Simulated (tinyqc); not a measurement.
Strain-driven crossing of the Gamma and L valleys in a germanium-like crystal alloyed with tin: sweeps and comparisons. A value that a table varies takes the place of the one given here.

Biaxial loads: e0 is the in-plane strain e_par and the normal is free. (001): e_perp = -2 (C12/C11) e_par; exx = eyy = e_par, ezz = e_perp, no shear. (111): e_perp = -(2 C11 + 4 C12 - 4 C44)/(C11 + 2 C12 + 4 C44) e_par; exx = eyy = ezz = (2 e_par + e_perp)/3 and exy = eyz = ezx = (e_perp - e_par)/3. (110): e_perp = -(C11 + 3 C12 - 2 C44)/(C11 + C12 + 2 C44) e_par; exx = eyy = (e_par + e_perp)/2, ezz = e_par, exy = (e_perp - e_par)/2, eyz = ezx = 0. Uniaxial loads: a stress along n, scaled so that n.e.n = e0, with exx = s11 sxx + s12 (syy + szz), exy = s44 sxy/2, s11 = (C11 + C12)/((C11 - C12)(C11 + 2 C12)), s12 = -C12/((C11 - C12)(C11 + 2 C12)), s44 = 1/C44.

Edges from the unstrained valence top: Gamma at Eg + ac tr(e); an L valley with unit axis u at EgL + aL tr(e) + XuL (u.e.u - tr(e)/3), u along [111], [1-1-1], [-11-1], [-1-11]; valence edges are the levels of the 6 x 6 matrix of X, Y, Z times spin with -Dso/3 + l exx + m (eyy + ezz) on the diagonal (cyclic), n exy off it, l = av + 2 b, m = av - b, n = sqrt(3) d. Spin-orbit term (Dso/3) L.sigma on X, Y, Z with (L_k)_ij = -i epsilon_kij: <X+|H|Y+> = -i Dso/3, <X+|H|Z-> = Dso/3, <Y+|H|Z-> = -i Dso/3, <Z+|H|X-> = -Dso/3, <Z+|H|Y-> = i Dso/3, <X-|H|Y-> = i Dso/3, and their conjugates; + and - are the spin along z.

With tin the unstrained gaps become E(y) = (1 - y) E + y EgS - CS y (1 - y); all other values are kept.
Constants: kB = 8.617333262e-05 eV/K.

Parameters, chosen for this exercise (near those of Ge, gaps at low temperature; the results hold for these values, not for the real material): Eg = 0.893 eV (gap at Gamma to the s-like level); EgL = 0.737 eV (gap to L); Dso = 0.285 eV (spin-orbit splitting); ac = -8.18 eV (conduction deformation potential); av = 1.24 eV (valence hydrostatic potential); b = -2.5 eV (tetragonal shear potential); d = -5.37 eV (trigonal shear potential); aL = -1.34 eV (hydrostatic potential of the L edge, Xd + Xu/3); XuL = 17.05 eV (uniaxial potential, L); y = 0.078 (tin fraction); EgS = (-0.398, 0.098) eV (Gamma and L gaps of the tin end); CS = (2.7, 0.89) eV (bowing of the Gamma and L gaps); C11 = 130.4 GPa; C12 = 48.6 GPa; C44 = 67.2 GPa; load = uniaxial [100] (kind of strain); mG = 0.043 m0 (mass at Gamma); mL = 0.55 m0 (density-of-states mass of the four L valleys together); T = 200 K (temperature); e0 = 0.0389 (size of the strain).

## Sweep of a uniaxial [100] strain

The valence splitting is the distance of the top two edges. Share in Gamma = mG^(3/2)/(mG^(3/2) + (mL^(3/2)/4) sum_i exp(-(E_Li - E_Gamma)/kT)).

Results:
```
e0 (%)  direct gap (eV)  indirect gap (eV)  Gamma - L (meV)  valence splitting (meV)  share in Gamma (%)
-1.68             0.601              0.573               27                      123               0.442
-0.64             0.603              0.608               -5                       43                2.84
0.40              0.568              0.606              -38                       24                16.2
1.44              0.490              0.560              -70                       75                56.0
2.48              0.413              0.515             -103                      109                89.3
3.52              0.335              0.470             -135                      130                98.2
4.56              0.257              0.424             -168                      143                99.7
5.60              0.179              0.379             -200                      152                 100
```

How do the results move?

Gamma drops below the lowest L valley between e0 = -1.68 and -0.64 %. The direct gap goes from 0.601 to 0.179 eV; of that change -0.109 eV comes from the rise of the valence top through the shear terms and the rest from the volume. The share in Gamma goes from 0.442 to 100 %. Beyond about 3 % terms of second order in the strain, left out here, matter.

## What each parameter does

Direct gap, Gamma minus the lowest L edge and the valence splitting. Each row changes one parameter from the base and keeps the others.

Results:
```
case              direct gap (eV)  Gamma - L (meV)  valence splitting (meV)
base                       0.3070           -146.6                    135.4
aL = -1.541 eV             0.3070           -143.0                    135.4
d = -6.1755 eV             0.3070           -146.6                    135.4
y = 0.0897                 0.2656           -171.9                    135.4
XuL = 19.6075 eV           0.3070           -146.6                    135.4
e0 = 0.03306               0.3507           -128.4                    126.4
b = -2.125 eV              0.3256           -146.6                    126.4
ac = -9.407 eV             0.2852           -168.4                    135.4
```

What can be read from the table?

The largest shifts from the base row, up to three for each result and ties (the steps differ in size, so this ranks the rows, not the parameters). direct gap (eV): e0 +0.0437, y -0.0414, ac -0.0218; unchanged at the printed digits by aL, d and XuL. Gamma - L (meV): y -25.3, ac -21.8, e0 +18.3; unchanged at the printed digits by d, XuL and b. valence splitting (meV): e0 -9.0, b -9.0; unchanged at the printed digits by aL, d, y, XuL and ac.

Run: tinyqc, `OMP_NUM_THREADS=1 python tinyqc.py 1081412 1081413 out.jsonl`; Intel(R) Xeon(R) Processor @ 2.30GHz, one thread, shared host; about 0.01 s of CPU time with all checks.
